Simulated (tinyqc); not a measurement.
What moves the results: ellipsoidal valleys in the axes of a wafer and a channel. A value that a table varies takes the place of the one given here.

Valleys with axes a along x, y and z, one whole valley each; inverse mass tensor w = 1/mt + (1/ml - 1/mt) a a. Device axes: z = nz/|nz|, x = nx/|nx|, y = z cross x; in them a = (ax, ay, az). Confinement mass mz = 1/w_zz. In the plane w_ij is replaced by u_ij = w_ij - w_iz w_jz/w_zz (i, j = x, y); density-of-states mass md = 1/sqrt(det u); conductivity mass along x mc = 1/u_xx; ballistic transport mass mx = u_yy/det u, width mass my = 1/u_yy.

Hard walls: E_n = c (n pi/t)^2/mz, c = hbar^2/2m0, n = 1, 2, 3. Non-degenerate share of a valley proportional to md sum_n exp(-E_n/kT); mean 1/mc = sum of share/mc. 1 nm = 10 angstrom.

Constants: hbar^2/2m0 = 3.80998211 eV angstrom^2; kB = 8.617333262e-05 eV/K.

Values chosen for the exercise (near those of the X valleys of AlAs; shifted at random, so the results belong to these values and not to a real crystal):
- ml = 1.06 m0 (longitudinal mass)
- mt = 0.201 m0 (transverse mass)
- t = 3.3 nm (thickness of the film)
- T = 300 K (temperature)
- nz = (1, 1, 0) (surface normal (confinement))
- nx = (1, -1, 1) (channel direction)

## Wafer and channel orientation

For each face/channel: the lowest ladder (mz, number of valleys, md, E1, share) and the mean conductivity mass over all valleys.

Results:
```
face/channel     mz  valleys     md  E1 (meV)  share  mean mc
(001)/[110]   1.060        1  0.201      32.6  0.980   0.2027
(110)/[1-10]  0.338        2  0.356     102.2  0.958   0.5785
(110)/[001]   0.338        2  0.356     102.2  0.958   0.2081
(001)/[100]   1.060        1  0.201      32.6  0.980   0.2027
(110)/[1-11]  0.338        2  0.356     102.2  0.958   0.3631
(100)/[011]   1.060        1  0.201      32.6  0.980   0.2027
(111)/[11-2]  0.275        3  0.394     125.4  1.000   0.3191
```

What does this show?

The mean conductivity mass is lowest, 0.2027, for (001)/[110], (001)/[100] and (100)/[011] and highest, 0.5785, for (110)/[1-10]; the bulk value is 0.2754. The confinement energy is lowest on the face with the heaviest mz ((001), 33 meV). The density of states of the lowest ladder, valleys times md, runs between 0.201 and 1.183; a small value limits the charge through the quantum capacitance.

## Thickness of the film

Share of the lowest ladder and mean conductivity mass.

Results:
```
t (nm)  lowest E1 (meV)  spread of E1 (meV)  share of the lowest ladder  mean mc
2.0               278.2               189.5                       1.000   0.3682
3.0               123.6                84.2                       0.976   0.3652
4.0                69.5                47.4                       0.906   0.3569
5.0                44.5                30.3                       0.834   0.3487
7.0                22.7                15.5                       0.748   0.3394
10.0               11.1                 7.6                       0.708   0.3352
14.0                5.7                 3.9                       0.687   0.3330
```

What does this show, and why?

The spread falls as 1/t^2 and passes kT = 25.9 meV between t = 5 and 7 nm; the share of the lowest ladder goes from 1.000 to 0.687 and the mean mass goes from 0.3682 to 0.3330, against 0.3310 for equal shares, the limit of a thick film (the bulk value 3/(1/ml + 2/mt) is 0.2754; the two differ since axes are tilted in the x-z plane and in a quantised film no valley carries current across it; once scattering blurs the subbands the bulk value returns). Three subbands a valley become too few once E3 nears kT. In the thinnest rows E1 (278 meV) is beyond the parabolic range.

## What each parameter does

Lowest E1, its share and the mean conductivity mass. Each row changes one parameter from the base and keeps the others.

Results:
```
case           lowest E1 (meV)   share  mean mc (m0)
base                    102.18  0.9580        0.3631
ml = 1.166 m0           100.70  0.9599        0.3742
mt = 0.181 m0           111.67  0.9703        0.3392
t = 2.97 nm             126.15  0.9772        0.3654
T = 270 K               102.18  0.9685        0.3644
```

What can be read from the table?

The largest shifts from the base row, up to three for each result and ties (the steps differ in size, so this ranks the rows, not the parameters). lowest E1 (meV): t +23.97, mt +9.49, ml -1.48; unchanged at the printed digits by T. share: t +0.0192, mt +0.0123, T +0.0105. mean mc (m0): mt -0.0239, ml +0.0111, t +0.0023.

Run: tinyqc, `OMP_NUM_THREADS=1 python tinyqc.py 1880497 1880498 out.jsonl`; Intel(R) Xeon(R) Processor @ 2.30GHz, one thread, shared host; about 0.01 s of CPU time with all checks.
